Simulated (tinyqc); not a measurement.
Comparisons within one model: valley splitting in a one-orbital chain of atomic planes (second-neighbour model). A value that a table varies takes the place of the one given here.

Each (001) plane carries one orbital with energy e0, hopping v to the next plane and u to the second: E(phi) = e0 + 2 v cos(phi) + 2 u cos(2 phi), where phi = pi - k a/4 (the sign of every second orbital is chosen so that v > 0, which shifts the phase by pi). The minimum lies at cos(phi0) = -v/(4u), phi0 = pi - (pi/2) k0 for a valley at k0 (2 pi/a), and e0 puts it at zero. A slab of N planes has hard walls: the matrix simply ends.

A well of Nw planes between barriers of 40 planes each (as of a SiGe alloy, taken as an offset alone). With x = j - 39.5 for plane j = 0, 1, ..., the potential is V0 (f(x) + f(Nw - x)) + F (j - 40) a/4, f(y) = 1/(1 + exp(y/L)), a step for L = 0; L is in planes, 4 L is about the distance over which f goes from 0.88 to 0.12, and 1 MV/m = 1e-4 V/angstrom.

Constants: hbar^2/2m0 = 3.80998211 eV angstrom^2.

Inputs chosen for the exercise (near those of the Delta valleys of silicon; abrupt walls in this chain split the valleys several times more than measured wells; shifted at random, so the results belong to these values and not to a real crystal): a = 5.435 angstrom (lattice constant; planes lie a/4 apart); ml = 0.91 m0 (longitudinal mass); N0 = 27 (first number of planes); Nf = 80 (planes in the thick slab); V0 = 0.15 eV (barrier height); F = 15 MV/m (field); Nw = 56 (planes in the well); k0 = 0.813 2 pi/a (position of the valley).

## Splitting against the number of planes

u = 0.618822 eV
v = 0.716678 eV
e0 = 1.445147 eV
phi0 = 1.864535 rad

Ten slabs from N0 on, of thickness (N - 1) a/4 between the outer planes. Effective mass: E1 = (c/ml)(pi/W)^2 with W = (N + 2) a/4: the amplitude vanishes on two missing planes at each end, and the envelope has its nodes N + 2 spacings apart. Large-N estimate of the splitting: 16 pi^2 u |sin(phi0) sin((N + 2) phi0)|/(N + 2)^3.

Doublet (meV):

| N | thickness (angstrom) | mean level | effective mass | splitting | estimate |
|---|---|---|---|---|---|
| 27 | 35.33 | 26.53 | 26.61 | 2.495 | 2.365 |
| 28 | 36.69 | 24.78 | 24.87 | 1.830 | 1.992 |
| 29 | 38.05 | 23.26 | 23.29 | 3.007 | 2.981 |
| 30 | 39.40 | 21.77 | 21.86 | 0.061 | 0.072 |
| 31 | 40.76 | 20.53 | 20.55 | 2.462 | 2.509 |
| 32 | 42.12 | 19.31 | 19.36 | 1.347 | 1.269 |
| 33 | 43.48 | 18.23 | 18.27 | 1.349 | 1.430 |
| 34 | 44.84 | 17.25 | 17.27 | 1.854 | 1.830 |
| 35 | 46.20 | 16.30 | 16.35 | 0.159 | 0.234 |
| 36 | 47.56 | 15.49 | 15.50 | 1.662 | 1.681 |

The mean level falls smoothly, from 26.5 to 15.5 meV, within 0.5 % of the effective-mass value. The splitting swings between 0.061 (N = 30) and 3.007 meV (N = 29): one plane more or less changes the phase between the two walls by phi0 = 1.865 rad. The estimate misses the computed values by at most 0.162 meV.

## Splitting against the electric field

A thick slab in a field F: plane j = 0, 1, ... gains the energy F j a/4 (1 MV/m = 1e-4 V/angstrom), which presses the electron against the first wall. The exponent is the slope of ln(splitting) against ln F between 20 and 50 MV/m.

Doublet:

| F (MV/m) | mean level (meV) | splitting (meV) | splitting/F (meV per MV/m) |
|---|---|---|---|
| 1 | 8.30 | 0.1932 | 0.1932 |
| 2 | 12.56 | 0.3013 | 0.1506 |
| 5 | 22.70 | 0.7109 | 0.1422 |
| 10 | 35.59 | 1.4210 | 0.1421 |
| 20 | 55.61 | 2.8438 | 0.1422 |
| 30 | 72.04 | 4.2681 | 0.1423 |
| 50 | 99.54 | 7.1202 | 0.1424 |

exponent = 1.00

The splitting goes from 0.1932 to 7.1202 meV. At high field it grows as F^1.00: at a single hard wall it follows the squared slope of the envelope, which is proportional to F, while the level itself grows about as F^(2/3) (here F^0.64). A hard wall is the sharpest interface possible; real Si interfaces split several times less. At the lowest fields the second wall still interferes, so the last column is not yet constant.

## Sharp and graded interfaces

The lowest doublet for several interface widths L.

Doublet:

| L (planes) | 4 L (angstrom) | mean level (meV) | splitting (micro-eV) |
|---|---|---|---|
| 0.00 | 0.00 | 39.62 | 2131.61 |
| 0.25 | 1.36 | 39.81 | 1171.63 |
| 0.50 | 2.72 | 40.11 | 251.48 |
| 0.75 | 4.08 | 40.49 | 49.04 |
| 1.00 | 5.43 | 40.96 | 9.26 |
| 1.50 | 8.15 | 42.15 | 0.29 |
| 2.00 | 10.87 | 43.56 | 0.01 |

The mean level moves by +3.9 meV over the table, while the splitting falls from 2131.6 micro-eV at a step to 9.26 at L = 1 plane, a factor 230. Coupling the valleys needs the Fourier component of the potential at twice the valley wave vector, a period of a few planes, and grading removes it. Random alloy disorder, left out here, sets the splitting once this part is gone.

## What each parameter does

Step interfaces (L = 0). u, v, e0 follow from 8 u sin^2(phi0) = (2c/ml)/(a/4)^2, v = -4u cos(phi0), e0 = 2u + v^2/(4u), c = hbar^2/2m0. Each row changes one parameter from the base and keeps the others.

Results:

| case | mean level (meV) | splitting (micro-eV) |
|---|---|---|
| base | 39.62 | 2131.6 |
| k0 = 0.823 2 pi/a | 39.62 | 2121.4 |
| ml = 1.001 m0 | 38.47 | 2131.7 |
| V0 = 0.225 eV | 41.26 | 2131.9 |
| F = 30 MV/m | 56.31 | 1740.4 |
| Nw = 57 | 39.62 | 2131.5 |

The largest shifts from the base row, up to three for each result and ties (the steps differ in size, so this ranks the rows, not the parameters). mean level (meV): F +16.69, V0 +1.64, ml -1.15; unchanged at the printed digits by k0 and Nw. splitting (micro-eV): F -391.2, k0 -10.2, V0 +0.3.

tinyqc: `OMP_NUM_THREADS=1 python tinyqc.py 1481592 1481593 out.jsonl`; about 0.01 s, one thread, shared Intel(R) Xeon(R) Processor @ 2.30GHz.
